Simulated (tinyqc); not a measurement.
Changing the field F: Haynes-Shockley experiment: drift, diffusion and decay of a minority-carrier pulse. Computed by tinyqc, a small Python program. Command: `OMP_NUM_THREADS=1 python tinyqc.py 3114234 3114235 out.jsonl haynes sweep`. One thread of a shared host (Intel(R) Xeon(R) Processor @ 2.30GHz), about 0.02 s of CPU time with the checks.

A thin sheet of excess carriers is made at x = 0, t = 0 in a long uniform bar; injection is low, so the pulse moves with the minority mobility.

Inputs (values chosen for the exercise, modelled on holes in n-type silicon in a lightly doped bar):
```
quantity                       value         unit
minority mobility mu             438   cm^2/(V s)
lifetime tau                     6.1  microsecond
temperature T                    250            K
distance d to the collector      0.2           cm
injected sheet density N0    5.6e+09       1/cm^2
```

Constants: k_B = 8.617333262e-05 eV/K.

Method:
- D = mu k_B T/e, v = mu F.
- Transit time d/v, diffusion length sqrt(D tau), drift length v tau, Peclet number v d/D = e F d/(k_B T).
- dn(x, t) = N0/sqrt(4 pi D t) exp(-(x - v t)^2/(4 D t) - t/tau).
- At fixed x the signal peaks where d ln(dn)/dt = 0: a t^2 + t/2 - x^2/(4 D) = 0 with a = v^2/(4 D) + 1/tau.
- The full width at half maximum is found by solving dn(x, t) = peak/2 on both sides of the peak.
- With w the full width at half maximum: mu = d/(F t_p); D = (w d)^2/(16 ln2 t_p^3); Einstein ratio D/mu against k_B T/e.

One run for each value; columns: (1) field F (V/cm); (2) time of the peak t_p (microsecond); (3) width at half maximum (microsecond); (4) peak density (1/cm^3); (5) error of mu (%):
```
(1)     (2)     (3)         (4)     (5)
19   22.901  5.6315  2.2711e+09  4.9401
30   14.902  2.9513  1.1222e+10  2.1357
47    9.623  1.5299  3.3892e+10  0.9568
74    6.144  0.7798  7.5535e+10  0.4397
120   3.798  0.3788  1.4144e+11  0.2017
180   2.534  0.2064  2.1314e+11  0.1096
```

Over the rows, time of the peak t_p (microsecond) falls from 22.9 to 2.53 (exponent d ln y / d ln x -0.94 between the first rows and -1.00 between the last); width at half maximum (microsecond) falls from 5.63 to 0.206 (exponent d ln y / d ln x -1.4 between the first rows and -1.5 between the last); peak density (1/cm^3) rises from 2.27e9 to 2.13e11 (exponent d ln y / d ln x 3.5 between the first rows and 1.0 between the last). The exponent of time of the peak t_p stays between -1.00 and -0.94, near -1: pure drift, t = d/(mu F). At the high end the exponent of width at half maximum is -1.50, close to -1.5: sqrt(D t)/v with t = d/v.  Left out: 7.70, 12.0 (the pulse dies before the collector).

Extremes, crossings and ranges named in words are read from the listed rows.
